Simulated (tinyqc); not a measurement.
Hubbard ring of 3 sites, step by step. One step of it, computed by the program tinyqc.

Problem. Mean-field iteration 1. H(up) = T + U n(down), H(down) = T + U n(up); fill the lowest levels; n(new) = n + mixing (n(out) - n); E = tr T (rho up + rho down) + U sum n_up n_down of the output.

one-body matrix (hopping and site energies) (eV), lower triangle:
```
           1          2         3
1   0.000000
2  -0.660000   0.000000
3  -0.660000  -0.660000  0.000000
```

U = 7.000000 eV

electrons, up and down: 1  1

mixing = 1

n(up) at the start (a guess, not normalised): 1 0.383000, 2 0.283000, 3 0.383000

n(down) at the start (a guess): 1 0.283000, 2 0.383000, 3 0.283000

Give: levels, up; levels, down; energy; n(up) after iteration 1; n(down) after iteration 1.

Solution.

levels, up (eV): 0.846  2.641  3.156

levels, down (eV): 1.067  2.935  3.341

energy = -0.439 eV

n(up) after iteration 1: 1 0.397, 2 0.206, 3 0.397

n(down) after iteration 1: 1 0.245, 2 0.511, 3 0.245
